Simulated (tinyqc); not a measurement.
Hydrogen passivation and dissociation of interface defects with a spread of activation energies. Changing the spread s_d. Computed by tinyqc, a small Python program. Command: `OMP_NUM_THREADS=1 python tinyqc.py 3013516 3013517 out.jsonl passivation sweep`. One thread of a shared host (Intel(R) Xeon(R) Processor @ 2.30GHz), about 0.02 s of CPU time with the checks.

Active defects P react as P + H2 -> HP + H and HP -> P + H; released atomic hydrogen is removed. All defects start active. Activation energies are normally distributed, independently for the two reactions.

Inputs (values chosen for the exercise, for a model interface):
```
quantity                        value    unit
defect density N_0            5.8e+11   cm^-2
mean passivation energy E_f      1.63      eV
spread s_f                       0.11      eV
prefactor k_f0                1.2e-08  cm^3/s
mean dissociation energy E_d     2.73      eV
prefactor k_d0                  5e+13     1/s
dissolved hydrogen [H2]       2.2e+16   cm^-3
anneal temperature T              520       K
anneal time t                    1600       s
```

Ambient: hydrogen.

Constants: k_B = 8.617333262e-05 eV/K.

Method. a = k_f0 [H2] exp(-E_f/k_B T), b = k_d0 exp(-E_d/k_B T); the active share of one kind of site is b/(a + b) + (a/(a + b)) exp(-(a + b) t). Full average: z from -5 to 5 in steps of 0.125 with normalised weights exp(-z^2/2), energy = mean + spread x z, over both energies.

One run for each value:
```
spread s_d (eV)  active share  active share, single energy
0.010                 0.99875                      0.99993
0.037                 0.99875                      0.99993
0.064                 0.99875                      0.99993
0.091                 0.99875                      0.99993
0.120                 0.99875                      0.99993
0.150                 0.99875                      0.99993
0.170                 0.99875                      0.99993
0.200                 0.99875                      0.99993
```

Describe and explain the trends.

Over the rows, active share does not change; active share, single energy does not change. The spread s_d changes the active share little here.
